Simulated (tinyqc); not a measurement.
Threshold-voltage variability of a planar MOSFET, analytic estimates: one step of the calculation.

Three independent sources add in quadrature: random dopants in the depleted layer, metal-gate grains of two orientations, and roughness of the two gate edges acting through the roll-off VT = VT(long) - Vr exp(-L/l). These are first-order estimates: no three-dimensional electrostatics, no percolation.

Question. Random dopants. ni = sqrt(Nc Nv) exp(-Eg/(2 Vt)), Eg in volts; Cox = 3.9 eps0/ti; Wd = sqrt(4 eps0 eps_r Vt ln(Na/ni)/(q Na)); dopants: s1 = (q/Cox) sqrt(Na Wd/(3 L W)). The slope A1 = s1 sqrt(L W); mean number of dopants Na L W Wd.

Values chosen for this exercise; material values close to those of germanium: temperature T = 300 K; band gap Eg = 0.664 eV; relative permittivity of the semiconductor eps_r = 16; conduction-band density of states at T Nc = 1.02e19 cm^-3; valence-band density of states at T Nv = 6.05e18 cm^-3; channel doping Na = 8.8e17 cm^-3; oxide-equivalent thickness in inversion ti = 1.9 nm; gate length L = 90 nm; gate width W = 290 nm.

Constants: q = 1.602176634e-19 C, kB = 1.380649e-23 J/K, Vt = kB T/q, eps0 = 8.8541878128e-14 F/cm where lengths are in cm. Results are converted to the units shown.

Give: Cox; Wd; mean number of dopants; A1; s1.

Answer.

Cox = 1.817 uF/cm^2
Wd = 33.27 nm
mean number of dopants = 764.2
A1 = 0.8709 mV um
s1 = 5.391 mV

Counting alone, 1/sqrt(N) of the depletion voltage q Na Wd/Cox = 258 mV, would give sqrt(3) times more: dopants deep in the layer act less on the surface.

Computed by the program tinyqc: `OMP_NUM_THREADS=1 python tinyqc.py 2090054 2090055 out.jsonl`, one thread of a shared Intel Xeon 2.30GHz, about 0.01 s for the whole run.
